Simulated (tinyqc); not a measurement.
## Gap and screening length from two transmissions

Inverse problem. At the source junction of a tunnel FET, T(w) = exp(-S), S = 2 pi lam sqrt(m/(C Eg)) [w + Eg/2 - sqrt(w (w + Eg))], C = hbar^2/(2 m0). Find Eg (between 0.1 and 3 eV) and lam.

Parameters, values chosen for the exercise:
```
symbol,value,unit,meaning
m,0.097,m0,band-edge mass of the two-band model
```

Constants: q = 1.602176634e-19 C, hbar = 1.054571817e-34 J s, m0 = 9.1093837015e-31 kg, hbar^2/(2 m0) = 0.0380998212 eV nm^2. Results are converted to the units shown.

T(w) at w = 0.07 and 0.39 eV: 2.4982288e-9  1.5456744e-5

Solution. The ratio of the two exponents depends on Eg alone and falls steadily with it, which fixes Eg; either exponent then gives lam.

ratio of the two S = 1.79
Eg = 1.33 eV
lam = 5.40 nm

Computed by the program tinyqc: `OMP_NUM_THREADS=1 python tinyqc.py 2620004 2620005 out.jsonl`, one thread of a shared Intel Xeon 2.30GHz, about 0.01 s for the whole run.
